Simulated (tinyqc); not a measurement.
Inside a calculation. Method: G0W0 on RHF in the cc-pvdz basis, for He, spin multiplicity 1. One step of it, computed by the program tinyqc.

Task: Orthogonalisation. S = U s U^T; symmetric (Loewdin) form X = U s^(-1/2) U^T, so that X^T S X = 1.

overlap S, order 1He 1s, 1He 2s, 1He 2px, 1He 2py, 1He 2pz:
$$\begin{pmatrix}
1.000000 & 0.634168 & 0.000000 & 0.000000 & 0.000000 \\
0.634168 & 1.000000 & 0.000000 & 0.000000 & 0.000000 \\
0.000000 & 0.000000 & 1.000000 & 0.000000 & 0.000000 \\
0.000000 & 0.000000 & 0.000000 & 1.000000 & 0.000000 \\
0.000000 & 0.000000 & 0.000000 & 0.000000 & 1.000000
\end{pmatrix}$$

Give: eigenvalues of S; X.

Result:

eigenvalues of S: [0.3658, 1.0000, 1.0000, 1.0000, 1.6342]

X, order 1He 1s, 1He 2s, 1He 2px, 1He 2py, 1He 2pz:
$$\begin{pmatrix}
1.2178 & -0.4355 & 0.0000 & 0.0000 & 0.0000 \\
-0.4355 & 1.2178 & 0.0000 & 0.0000 & 0.0000 \\
0.0000 & 0.0000 & 1.0000 & 0.0000 & 0.0000 \\
0.0000 & 0.0000 & 0.0000 & 1.0000 & 0.0000 \\
0.0000 & 0.0000 & 0.0000 & 0.0000 & 1.0000
\end{pmatrix}$$
